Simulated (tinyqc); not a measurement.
# Thin film between two gates, subbands and threshold shift from confinement: what changes with what

Undoped body with a flat potential across it, hard walls, transport along x. Three valley pairs (g = 2 each) with the longitudinal mass along x, y or z. Non-parabolicity enters the subband edges through E (1 + al E) = gamma, so E = 2 gamma/(1 + sqrt(1 + 4 al gamma)); motion within a subband is taken as parabolic with the band-edge mass. Energies are counted from the bulk band edge.

Inputs (values chosen for the exercise); masses close to those of silicon:
```
symbol,value,unit,meaning
T,300,K,temperature
ml,0.901,m0,longitudinal mass
mt,0.191,m0,transverse mass
al,0.5,1/eV,non-parabolicity
t,5.6,nm,film thickness (along z)
dl,0.2,nm,widening of the box by penetration into the insulator
Cg,3.4,uF/cm^2,gate capacitance per area of interface
```

Constants: q = 1.602176634e-19 C, kB = 1.380649e-23 J/K, hbar = 1.054571817e-34 J s, m0 = 9.1093837015e-31 kg, Vt = kB T/q, hbar^2/(2 m0) = 0.0380998212 eV nm^2. Results are converted to the units shown.

Each table varies one quantity; the others keep the values above.

## Confinement against the film thickness

gamma = C (pi k/(t + dl))^2/mz, C = hbar^2/(2 m0). Each subband has N_k = g sqrt(mx my) m0 kB T/(pi hbar^2); without degeneracy n = exp(EF/Vt) sum N_k exp(-E_k/Vt). Classical value Nc times t, Nc = sum over valleys of 2 g (m m0 kB T/(2 pi hbar^2))^1.5 with m = (mx my mz)^(1/3). Threshold shift dVT = Vt ln(classical value/sum N_k exp(-E_k/Vt)). With degeneracy n = sum N_k F((EF - E_k)/Vt), F(x) = ln(1 + exp(x)); gate: Vg = EF + q n/(Cg P), P = 2 (both faces), summed over the 60 lowest subbands at most, with Vg counted from the value that would put EF at the bulk band edge of an empty body. The last two columns are for Vg = 0.7 V; sensitivity d(dVT)/dt by central differences between 0.99 and 1.01 times the value.

Confinement against the film thickness:
```
t (nm)  E_1 (meV)  gap to the next edge (meV)  dVT (mV)  sensitivity (mV/nm)  n/P (cm^-2)  share of the lowest subband (%)
2           82.80                       217.1     90.03               -59.55     1.037e13                            98.91
2.7         48.45                       133.5     63.10               -24.32     1.138e13                            81.16
3.6         28.50                       81.11     47.64               -13.13     1.245e13                            54.96
4.7         17.23                       50.03     35.21               -9.733     1.320e13                            38.26
6.3         9.830                       28.93     23.21               -5.469     1.375e13                            27.08
8.4         5.627                       16.70     15.31               -2.525     1.414e13                            20.02
11          3.322                       9.899     10.71               -1.240     1.444e13                            15.10
15          1.805                       5.395     7.304              -0.5847     1.473e13                            10.90
20          1.022                       3.061     5.199              -0.3032     1.496e13                            8.069
```

What does the comparison show?

As t grows from 2 to 20 nm, E_1 falls from 82.8 to 1.02 meV and dVT falls from 90.0 to 5.20 mV. E_1 goes as t^(-1.79) at the thin end (-2 for a parabolic band without penetration); a thickness error of 0.2 nm moves the threshold by 12 mV in the first row and 0.061 mV in the last. The charge per interface area rises from 1.04e13 to 1.50e13 cm^-2. For t = 2, 2.7 the body is too thin for bulk effective masses to be reliable. In every row the charge in the last two columns would bend the potential across the body noticeably, which is left out.

## Charge and subband filling against gate voltage

Same model as above.

Each subband has N_k = g sqrt(mx my) m0 kB T/(pi hbar^2). Cq = q dn/dEF.

Results:
```
Vg (V)  EF - E_1 (eV)  n (cm^-2)  n/P (cm^-2)  share of the lowest subband (%)  Cq/(Cg P)  total C/(Cg P)
-0.14         -0.1529   2.287e10     1.143e10                            48.71    0.02082         0.02040
-0.02        -0.05517   9.694e11     4.847e11                            47.60     0.8557          0.4611
0.11         -0.01167   4.641e12     2.320e12                            43.79      3.710          0.7877
0.23         0.008283   8.887e12     4.443e12                            40.21      6.506          0.8668
0.48          0.03350   1.843e13     9.213e12                            34.43      11.56          0.9204
0.61          0.04303   2.354e13     1.177e13                            32.21      13.74          0.9322
0.73          0.05071   2.831e13     1.415e13                            30.50      15.51          0.9394
0.86          0.05820   3.351e13     1.675e13                            28.95      17.19          0.9450
```

Estimate the missing row, Vg = 0.36 V.

Computed row:
```
Vg (V)  EF - E_1 (eV)  n (cm^-2)  n/P (cm^-2)  share of the lowest subband (%)  Cq/(Cg P)  total C/(Cg P)
0.36          0.02298   1.378e13     6.890e12                            36.92      9.278          0.9027
```

With this row back in the table: EF passes E_1 = 0.0123 eV at Vg = 0.173 V. The share of the lowest subband falls from 48.7 to 28.9 % and the total capacitance rises from 0.0204 to 0.945 of Cg P. In the last row 5.8 % of an added gate voltage goes into raising EF (from the last two rows). For Vg = -0.02, 0.11, 0.23, 0.36, 0.48, 0.61, 0.73, 0.86 the charge would bend the potential across the body noticeably, which is left out.

Program tinyqc, `OMP_NUM_THREADS=1 python tinyqc.py 2350038 2350039 out.jsonl`; Intel Xeon 2.30GHz, shared host, one thread, about 0.09 s.
